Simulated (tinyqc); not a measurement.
Inside a calculation. Model: chemically amplified photoresist: aerial image, acid generation, bake, development and line width. Computed by tinyqc, a small Python program that keeps every step. Command: `OMP_NUM_THREADS=1 python tinyqc.py 3026812 3026813 out.jsonl resist walk`. One thread of a shared host (Intel(R) Xeon(R) Processor @ 2.30GHz), about 0.02 s of CPU time with the checks. Intermediate numbers are printed to about 6 digits and carried at full precision; extremes and crossings named in words are read from the listed rows.

Lines and spaces of pitch p with a two-beam-like image; x = 0 is the middle of the bright space. The resist is positive and treated as uniform in depth.

Inputs (values chosen for the exercise, for a model resist at 248 nm):
```
quantity                                         value     unit
pitch p                                            240       nm
image contrast c                                  0.63        -
mean dose E                                       7.99  mJ/cm^2
Dill parameter C                                 0.022  cm^2/mJ
quencher load q, relative to the acid generator  0.067        -
acid diffusivity D                                   5   nm^2/s
bake time t                                         90        s
amplification rate k_amp                         0.067      1/s
threshold protection m_th                         0.58        -
development selectivity n                           20        -
largest rate r_max                                 130     nm/s
smallest rate r_min                              0.038     nm/s
resist thickness d                                 190       nm
development time t_d                                30        s
photon energy                                        5       eV
absorption coefficient alpha                      0.56     1/um
```

## Acid image and its blur

Dose E(x) = E [1 + c cos(2 pi x/p)]; acid h = 1 - exp(-C E(x)). Bake: the acid image is blurred by a Gaussian of variance sigma^2 = 2 D t (each Fourier term k of h, taken on 64 points, is multiplied by exp(-4 pi^2 k^2 D t/p^2)). Cosine coefficients: h(x) = sum_k h_k cos(2 pi k x/p).

diffusion length sigma = sqrt(2 D t) = 30 nm

h_0 to h_4 before the bake: 0.158624  0.093033  -0.002574  0.000048  -0.000001

h_0 to h_4 after the blur: 0.158624  0.068342  -0.000750  0.000003  0.000000

blur factor of the first harmonic = 0.734603

sigma/p = 0.125; the blur keeps 73 % of the modulation.

## From image to dissolution rate

The quencher then removes q, h_eff = max(h_blurred - q, 0); protection m = exp(-k_amp t h_eff). Mack rate r = r_max (a + 1)(1 - m)^n/(a + (1 - m)^n) + r_min, a = ((n + 1)/(n - 1))(1 - m_th)^n.

Across half a pitch:
```
x/p   x (nm)  dose (mJ/cm^2)  blurred acid  protection m  rate (nm/s)
0.00       0         13.0237      0.226219      0.382858  1.29973e+02
0.05      12         12.7773      0.223016      0.390324  1.29955e+02
0.10      24         12.0623      0.213681      0.412926  1.29861e+02
0.15      36         10.9487      0.199023      0.451085  1.29362e+02
0.20      48          9.5455      0.180347      0.504856  1.24906e+02
0.25      60          7.9900      0.159374      0.572918  7.26191e+01
0.30      72          6.4345      0.138114      0.651279  2.82812e+00
0.35      84          5.0313      0.118688      0.732217  5.24908e-02
0.40      96          3.9177      0.103103      0.804365  3.80272e-02
0.45     108          3.2027      0.093018      0.854797  3.80001e-02
0.50     120          2.9563      0.089529      0.872973  3.80000e-02
```

The dose varies by a factor 4.41 across the pattern and the rate by 3420.

## Space width and dose latitude

Edge: vertical development clears the film where r t_d >= d; the space width is twice the x where r = d/t_d. Dose sensitivity = d ln(width)/d ln E from widths at 1.005 E and E/1.005; image log-slope at the edge = |d ln E/dx|, normalised by the width (NILS); latitude for 10 % of width = 10 %/sensitivity.

space width = 139.556 nm

dose sensitivity = 1.06163

NILS = 2.64936

dose latitude = 9.41947 %

At the same width a resist without blur would give a sensitivity 2/NILS = 0.755; the blur multiplies it by 1.41. Caution: lateral development, standing waves and the joint diffusion of acid and quencher are left out, so widths are indicative.

## Photon statistics at the edge

The edge lies at x = width/2. Absorbed photons per volume N = E(edge) alpha/(photon energy), 1 mJ/cm^2 = 62.41509 eV/nm^2, alpha in 1/nm; a Gaussian blur averages over a volume V = (2 sqrt(pi) sigma)^3; relative noise 1/sqrt(N V); edge noise sigma_x = (dh/d ln E) noise/|dh/dx|, with both derivatives of the blurred acid at the edge.

absorbed photons N = 0.0469443 1/nm^3

photons in the blur volume = 56462.7

edge noise from photons = 0.311744 nm

Caution: the noise counts photons alone (acid and quencher statistics add to it) and takes the film as thicker than the blur; a thinner film averages in two dimensions only.

## Blur against noise

For each sigma the edge is held at x = p/4; N is taken at the mean dose; edge noise = (dh/d ln E)/(sqrt(N V) |dh/dx|), both derivatives taken of the blurred acid, V = (2 sqrt(pi) sigma)^3, N = E alpha/(photon energy), 1 mJ/cm^2 = 62.41509 eV/nm^2.

Trade-off:
```
sigma/p  sigma (nm)  blur factor  photons in V  edge noise (nm)
0.02            4.8     0.992135   2.75165e+02          3.68004
0.04            9.6     0.968911   2.20132e+03          1.32823
0.07           16.8     0.907808   1.17977e+04          0.60811
0.10           24.0     0.820869   3.43956e+04          0.39086
0.14           33.6     0.679167   9.43815e+04          0.28288
0.18           43.2     0.527530   2.00595e+05          0.24869
0.22           52.8     0.384667   3.66244e+05          0.25194
0.27           64.8     0.237168   6.77009e+05          0.30037
0.33           79.2     0.116531   1.23607e+06          0.45238
```

The noise is least near sigma/p = 0.18 among these rows. More diffusion averages over more photons (noise falls as sigma^(-3/2)) until it erases the image slope (factor exp(-2 pi^2 sigma^2/p^2)); for a pure cosine the two balance at sigma/p = sqrt(3/8)/pi = 0.195. Caution: for a film thinner than the blur the noise falls as 1/sigma only, and the optimum moves to sigma/p = 1/(2 pi) = 0.159.

Checks made by the program: sensitivity 2/NILS in the limit of no diffusion (relative difference 1e-06).
